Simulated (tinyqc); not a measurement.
Thin-body transistor below threshold, two-dimensional Poisson equation on a small mesh: one step of the calculation.

A thin body on a thick buried insulator of low permittivity, taken as carrying no normal field at the bottom of the body (row 0). Mobile charge is neglected (subthreshold), the body is fully depleted, and potentials are counted from the intrinsic level; rows run upward to the gate, columns from source to drain.

Question. Over-relaxation sweep (omega = 1.5). Free nodes: rows 0..4, columns 1..6, taken row by row from row 0, left to right. t = (up psi(above) + dn psi(below) + lat [psi(left) + psi(right)] + s)/(up + dn + 2 lat), with the newest neighbours; psi(new) = psi + 1.5 (t - psi).

psi at the start (fixed values on the edges, free nodes linear between source and drain columns) (V):
```
             j=0        j=1        j=2        j=3        j=4        j=5        j=6        j=7
row 0  0.4700000  0.5700000  0.6700000  0.7700000  0.8700000  0.9700000  1.0700000  1.1700000
row 1  0.4700000  0.5700000  0.6700000  0.7700000  0.8700000  0.9700000  1.0700000  1.1700000
row 2  0.4700000  0.5700000  0.6700000  0.7700000  0.8700000  0.9700000  1.0700000  1.1700000
row 3  0.4700000  0.5700000  0.6700000  0.7700000  0.8700000  0.9700000  1.0700000  1.1700000
row 4  0.2500000  0.3000000  0.3500000  0.4000000  0.4500000  0.5000000  0.5500000  0.6000000
row 5  0.0300000  0.0300000  0.0300000  0.0300000  0.0300000  0.0300000  0.0300000  0.0300000
```

```
row         up         dn        lat         s (V)
0           34          0  2.0825000  -0.012925092
1           34         34      4.165  -0.025850183
2           34         34      4.165  -0.025850183
3    34.920635         34  9.0125000  -0.012925092
4    34.920635  34.920635      13.86             0
```

Give: psi after iteration 1.

Answer.

psi after iteration 1 (V):
```
          j=0     j=1     j=2     j=3     j=4     j=5     j=6     j=7
row 0  0.4700  0.5695  0.6695  0.7694  0.8694  0.9694  1.0694  1.1700
row 1  0.4700  0.5692  0.6691  0.7690  0.8690  0.9690  1.0690  1.1700
row 2  0.4700  0.5689  0.6688  0.7688  0.8688  0.9688  1.0688  1.1700
row 3  0.4700  0.4065  0.4508  0.5121  0.5759  0.6402  0.7045  1.1700
row 4  0.2500  0.2122  0.2136  0.2325  0.2564  0.2817  0.3072  0.6000
row 5  0.0300  0.0300  0.0300  0.0300  0.0300  0.0300  0.0300  0.0300
```

Program tinyqc, `OMP_NUM_THREADS=1 python tinyqc.py 2480069 2480070 out.jsonl`; Intel Xeon 2.30GHz, shared host, one thread, about 0.09 s.
